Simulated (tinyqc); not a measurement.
Keating valence-force model of a tetrahedral crystal: one step, computed by the program tinyqc. Command: `OMP_NUM_THREADS=1 python tinyqc.py 3009264 3009265 out.jsonl keating walk`. One thread of a shared host (Intel(R) Xeon(R) Processor @ 2.30GHz), about 0.01 s of CPU time with the checks.

Atom A sits at 0 and atom B at a/4 (1,1,1) of an fcc lattice; the four bonds from A are t = a/4 (1,1,1), a/4 (1,-1,-1), a/4 (-1,1,-1), a/4 (-1,-1,1), of length d = sqrt(3) a/4. Energy: E = (3 alpha/(8 d^2)) sum over bonds (r.r - d^2)^2 + (3 beta/(8 d^2)) sum over pairs of bonds at one atom (r_i.r_j + d^2/3)^2, with beta_A for the six pairs at A and beta_B for the six at B. The cell holds two atoms, Omega = a^3/4. 1 N/m = 1 J/m^2.

Task: LO-TO splitting. The long-range field adds 4 pi Z*^2 (e^2/(4 pi eps_0))/(eps_inf Omega mu) to lambda for the longitudinal mode at q -> 0; lambda = (nu/15.6333042 THz)^2; eps_0 = eps_inf (nu_LO/nu_TO)^2 (Lyddane-Sachs-Teller; here eps_0 is the static dielectric constant).

Inputs (values chosen for the exercise, for a model crystal): lattice constant a = 5.571 angstrom; Born charge Z* = 1.86 e; eps_inf = 14.

Structure: zinc blende.

nu_TO at G = 11.82474 THz

reduced mass mu = 15.37595 u

Constants: nu for 1 eV/(angstrom^2 u) = 15.6333042 THz; e^2/(4 pi eps_0) = 14.39964548 eV angstrom.

Give: nu_LO at G; static dielectric constant.

Result:

nu_LO at G = 12.50 THz

static dielectric constant = 15.65

The splitting is 5.7 % of nu_TO, and the lattice adds 1.65 to the dielectric constant.
